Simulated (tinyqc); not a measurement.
# Inputs raised by 10 %, one at a time

Model: deep trap from a strong local potential in a two-band host (Koster-Slater model with semi-elliptic bands). Computed by tinyqc, a small Python program. Command: `OMP_NUM_THREADS=1 python tinyqc.py 3005004 3005005 out.jsonl deeptrap sens`. One thread of a shared host (Intel(R) Xeon(R) Processor @ 2.30GHz), about 0.02 s of CPU time with the checks.

The valence band spans -2 W_v to 0 and the conduction band E_g to E_g + 2 W_c. The orbital at the impurity site has weight f_v in the valence band and 1 - f_v in the conduction band, each spread as a semi-ellipse (2/(pi W^2)) sqrt(W^2 - x^2) about the band centre. The impurity adds U to this orbital. Spin is left out.

Inputs (values chosen for the exercise, for a model semiconductor): gap E_g = 2.06 eV; half-width of the valence band W_v = 2.4 eV; half-width of the conduction band W_c = 4.5 eV; valence weight f_v of the site orbital = 0.48; impurity potential U = 19 eV.

Impurity: repulsive, acceptor-like.

Method. In the gap G(E) = f_v (2/W_v^2)[x - sqrt(x^2 - W_v^2)] - (1 - f_v)(2/W_c^2)[y - sqrt(y^2 - W_c^2)], x = E + W_v, y = E_g + W_c - E. The trap level solves G(E) = 1/U (bisection). With D = -dG/dE = D_v + D_c, D_v = f_v (2/W_v^2)[x/sqrt(x^2 - W_v^2) - 1] and D_c = (1 - f_v)(2/W_c^2)[y/sqrt(y^2 - W_c^2) - 1], the weight on the impurity orbital is 1/(U^2 D) and the conduction-band character is D_c/D.

Runs; columns: (1) input moved; (2) from; (3) to; (4) trap level E_t (eV); (5) weight on the impurity orbital; (6) depth below the conduction band (eV); (7) conduction-band character:
```
(1)                                          (2)    (3)    (4)      (5)    (6)     (7)
base run                                       -      -  0.951  0.02593  1.109  0.3246
gap E_g (eV)                                2.06  2.266  1.017  0.02808  1.249  0.3159
half-width of the valence band W_v (eV)      2.4   2.64  0.859  0.02653  1.201  0.3092
half-width of the conduction band W_c (eV)   4.5   4.95  1.022  0.02767  1.038  0.3295
valence weight f_v of the site orbital      0.48  0.528  1.213  0.02726  0.847  0.3906
impurity potential U (eV)                     19   20.9  0.996  0.02183  1.064  0.3430
```

Exponents ln(y'/y) / ln(x'/x):
```
input                                   trap level E_t  weight on the impurity orbital  depth below the conduction band  conduction-band character
gap E_g                                          0.704                           0.836                            1.248                     -0.285
half-width of the valence band W_v              -1.068                           0.238                            0.836                     -0.509
half-width of the conduction band W_c            0.758                           0.680                           -0.697                      0.157
valence weight f_v of the site orbital           2.553                           0.524                           -2.828                      1.942
impurity potential U                             0.487                          -1.805                           -0.437                      0.580
```

To which inputs is each result most sensitive?

Among the inputs moved here: trap level E_t answers most in size to valence weight f_v of the site orbital (exponent +2.553), next to half-width of the valence band W_v (-1.068). Weight on the impurity orbital answers most in size to impurity potential U (exponent -1.805), next to gap E_g (+0.836). Depth below the conduction band answers most in size to valence weight f_v of the site orbital (exponent -2.828), next to gap E_g (+1.248). Conduction-band character answers most in size to valence weight f_v of the site orbital (exponent +1.942), next to impurity potential U (+0.580).
